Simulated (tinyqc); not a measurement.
Empirical pseudopotential in a few plane waves, step by step. Computed by tinyqc, a small Python program that keeps every step. Settings: plane-wave index or count = 15. Command: `OMP_NUM_THREADS=1 python tinyqc.py 31816 31817 out.jsonl` (the two numbers bound the seeds that draw the settings). One thread of a shared host (Intel(R) Xeon(R) Processor @ 2.60GHz), about 0.2 s of CPU time with the checks.

## Bloch Hamiltonian at k

Parameters chosen for this model: fcc lattice, atoms at +/- a/8 (1,1,1); form factors in rydberg at |G|^2 in units of (2 pi/a)^2:
```
parameter                 value      unit
a                      6.120000  angstrom
VS(3)                 -0.219000        Ry
VS(8)                  0.007000        Ry
VS(11)                 0.058000        Ry
VA(3)                  0.112000        Ry
VA(4)                  0.084000        Ry
VA(11)                 0.032000        Ry
hbar^2/2m (2 pi/a)^2   4.015872        eV
```

k point k (2 pi / a): [-0.150000, -0.220000, -0.220000]

Basis: the 15 shortest G (labels in 2 pi/a), the same at every k. H(G,G') = c |k + G|^2 delta + VS(|G-G'|^2) cos((G-G').tau) + i VA sin((G-G').tau), tau = a/8 (1,1,1); 1 Ry = 13.605693 eV.

H(k) at k (eV), order +0+0+0, -1-1-1, -1-1+1, -1+1-1, -1+1+1, +1-1-1, +1-1+1, +1+1-1, +1+1+1, -2+0+0, +0-2+0, +0+0-2, +0+0+2, +0+2+0, +2+0+0:
```
[[0.479093, 2.106928+1.077516i, -2.106928+1.077516i, -2.106928+1.077516i, -2.106928-1.077516i, -2.106928+1.077516i, -2.106928-1.077516i, -2.106928-1.077516i, 2.106928-1.077516i, 0.000000+1.142878i, 0.000000+1.142878i, 0.000000+1.142878i, 0.000000-1.142878i, 0.000000-1.142878i, 0.000000-1.142878i],
 [2.106928-1.077516i, 17.265437, 0.000000-1.142878i, 0.000000-1.142878i, -0.095240, 0.000000-1.142878i, -0.095240, -0.095240, 0.000000, -2.106928-1.077516i, -2.106928-1.077516i, -2.106928-1.077516i, -0.557999+0.307862i, -0.557999+0.307862i, -0.557999+0.307862i],
 [-2.106928-1.077516i, 0.000000+1.142878i, 13.731470, 0.095240, 0.000000-1.142878i, 0.095240, 0.000000-1.142878i, 0.000000, -0.095240, -2.106928+1.077516i, -2.106928+1.077516i, 0.557999+0.307862i, 2.106928-1.077516i, -0.557999-0.307862i, -0.557999-0.307862i],
 [-2.106928-1.077516i, 0.000000+1.142878i, 0.095240, 13.731470, 0.000000-1.142878i, 0.095240, 0.000000, 0.000000-1.142878i, -0.095240, -2.106928+1.077516i, 0.557999+0.307862i, -2.106928+1.077516i, -0.557999-0.307862i, 2.106928-1.077516i, -0.557999-0.307862i],
 [-2.106928+1.077516i, -0.095240, 0.000000+1.142878i, 0.000000+1.142878i, 10.197503, 0.000000, 0.095240, 0.095240, 0.000000-1.142878i, 2.106928+1.077516i, -0.557999+0.307862i, -0.557999+0.307862i, -2.106928-1.077516i, -2.106928-1.077516i, 0.557999-0.307862i],
 [-2.106928-1.077516i, 0.000000+1.142878i, 0.095240, 0.095240, 0.000000, 14.855914, 0.000000-1.142878i, 0.000000-1.142878i, -0.095240, 0.557999+0.307862i, -2.106928+1.077516i, -2.106928+1.077516i, -0.557999-0.307862i, -0.557999-0.307862i, 2.106928-1.077516i],
 [-2.106928+1.077516i, -0.095240, 0.000000+1.142878i, 0.000000, 0.095240, 0.000000+1.142878i, 11.321947, 0.095240, 0.000000-1.142878i, -0.557999+0.307862i, 2.106928+1.077516i, -0.557999+0.307862i, -2.106928-1.077516i, 0.557999-0.307862i, -2.106928-1.077516i],
 [-2.106928+1.077516i, -0.095240, 0.000000, 0.000000+1.142878i, 0.095240, 0.000000+1.142878i, 0.095240, 11.321947, 0.000000-1.142878i, -0.557999+0.307862i, -0.557999+0.307862i, 2.106928+1.077516i, 0.557999-0.307862i, -2.106928-1.077516i, -2.106928-1.077516i],
 [2.106928+1.077516i, 0.000000, -0.095240, -0.095240, 0.000000+1.142878i, -0.095240, 0.000000+1.142878i, 0.000000+1.142878i, 7.787980, -0.557999-0.307862i, -0.557999-0.307862i, -0.557999-0.307862i, -2.106928+1.077516i, -2.106928+1.077516i, -2.106928+1.077516i],
 [0.000000-1.142878i, -2.106928+1.077516i, -2.106928-1.077516i, -2.106928-1.077516i, 2.106928-1.077516i, 0.557999-0.307862i, -0.557999-0.307862i, -0.557999-0.307862i, -0.557999+0.307862i, 18.952103, 0.095240, 0.095240, -0.095240, -0.095240, 0.000000],
 [0.000000-1.142878i, -2.106928+1.077516i, -2.106928-1.077516i, 0.557999-0.307862i, -0.557999-0.307862i, -2.106928-1.077516i, 2.106928-1.077516i, -0.557999-0.307862i, -0.557999+0.307862i, 0.095240, 20.076547, 0.095240, -0.095240, 0.000000, -0.095240],
 [0.000000-1.142878i, -2.106928+1.077516i, 0.557999-0.307862i, -2.106928-1.077516i, -0.557999-0.307862i, -2.106928-1.077516i, -0.557999-0.307862i, 2.106928-1.077516i, -0.557999+0.307862i, 0.095240, 0.095240, 20.076547, 0.000000, -0.095240, -0.095240],
 [0.000000+1.142878i, -0.557999-0.307862i, 2.106928+1.077516i, -0.557999+0.307862i, -2.106928+1.077516i, -0.557999+0.307862i, -2.106928+1.077516i, 0.557999+0.307862i, -2.106928-1.077516i, -0.095240, -0.095240, 0.000000, 13.008613, 0.095240, 0.095240],
 [0.000000+1.142878i, -0.557999-0.307862i, -0.557999+0.307862i, 2.106928+1.077516i, -2.106928+1.077516i, -0.557999+0.307862i, 0.557999+0.307862i, -2.106928+1.077516i, -2.106928-1.077516i, -0.095240, 0.000000, -0.095240, 0.095240, 13.008613, 0.095240],
 [0.000000+1.142878i, -0.557999-0.307862i, -0.557999+0.307862i, -0.557999+0.307862i, 0.557999+0.307862i, 2.106928+1.077516i, -2.106928+1.077516i, -2.106928+1.077516i, -2.106928-1.077516i, 0.000000, -0.095240, -0.095240, 0.095240, 0.095240, 14.133057]]
```

## Levels at k

Diagonalise the Hermitian matrix.

eigenvalues (eV): [-4.866361, 5.723363, 7.281032, 7.415938, 10.463797, 12.836126, 13.022699, 13.300886, 15.400829, 15.750818, 17.129184, 19.151148, 21.399418, 21.918150, 24.021210]

## Bands along a path

The same steps at evenly spaced points between the labelled ones.

Bands along the path (eV), lowest eight:
```
k            band 1    band 2    band 3    band 4     band 5     band 6     band 7     band 8
L         -3.875920  3.539153  7.314092  7.314092  10.303153  13.142525  13.142525  15.944042
L-G 0.33  -4.458511  4.406780  7.240802  7.240802  10.332318  13.138374  13.138374  14.866591
L-G 0.67  -4.941906  6.067729  7.413270  7.413270  10.306085  12.784835  12.995209  12.995209
G         -5.123660  7.544144  7.544144  7.544144   9.233377  12.652190  12.652190  12.652190
G-X 0.33  -4.881221  6.050858  7.129726  7.129726  10.911049  11.811817  13.649833  13.649833
G-X 0.67  -4.236141  4.465301  6.582698  6.582698  10.503157  11.409710  15.199886  15.922961
X         -3.471840  3.578657  6.554243  6.554243  10.262655  10.820113  18.605897  18.858002
```

With 4 band(s) filled, the highest filled level on these points lies at G and the lowest empty one at G: a gap of 1.6892 eV, direct. This holds for the small fixed basis; with all plane waves up to |k + G|^2 = 21 (2 pi/a)^2 the gap along the path is 1.79 eV.

## Convergence with the number of plane waves

Levels at G counted from the fourth one.

Levels (eV):
```
plane waves     level 1   level 5   level 8
9            -14.301661  1.186510  2.285756
15           -12.667804  1.689232  5.108046
27           -11.730776  1.850803  5.646159
51           -11.309159  1.716771  5.996953
59           -11.267971  1.759879  5.810062
65           -11.249077  1.752835  5.788953
89           -11.235924  1.761489  5.795547
```
